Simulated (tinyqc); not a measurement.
Shallow acceptor in the spherical model (Baldereschi-Lipari), strong spin-orbit limit: one step, computed by the program tinyqc. Command: `OMP_NUM_THREADS=1 python tinyqc.py 3026280 3026281 out.jsonl acceptor walk`. One thread of a shared host (Intel(R) Xeon(R) Processor @ 2.30GHz), about 0.01 s of CPU time with the checks.

The 1S(3/2) state has an s envelope f(r) and a d envelope g(r). In effective units they obey -(f'' + 2f'/r + 2f/r) + mu (g'' + 5g'/r + 3g/r^2) = E f and -(g'' + 2g'/r - 6g/r^2 + 2g/r) + mu (f'' - f'/r) = E g. The cubic term, the split-off band and the central cell are left out.

Task: Effective units and couplings. Ry* = Ry/(gamma_1 eps^2), a* = a_0 eps gamma_1, mu = (6 gamma_3 + 4 gamma_2)/(5 gamma_1), delta = (gamma_3 - gamma_2)/gamma_1; spherical masses 1/(gamma_1 (1 - mu)) (heavy) and 1/(gamma_1 (1 + mu)) (light).

Inputs (values chosen for the exercise, for a model semiconductor):
```
quantity,value,unit
Luttinger gamma_1,12.6,-
Luttinger gamma_2,2.09,-
Luttinger gamma_3,4.93,-
dielectric constant eps,13.4,-
```

Constants: Ry = 13.605693123 eV; a_0 = 0.529177210903 angstrom.

Give: Ry*; a*; mu; delta; heavy-hole mass; light-hole mass.

Result:

Ry* = 6.0137 meV

a* = 89.346 angstrom

mu = 0.60222

delta = 0.22540

heavy-hole mass = 0.19952 m_0

light-hole mass = 0.049534 m_0

Caution: gamma_3 and gamma_2 differ by more than 0.17 gamma_1: band warping, left out here, adds several per cent to the binding.
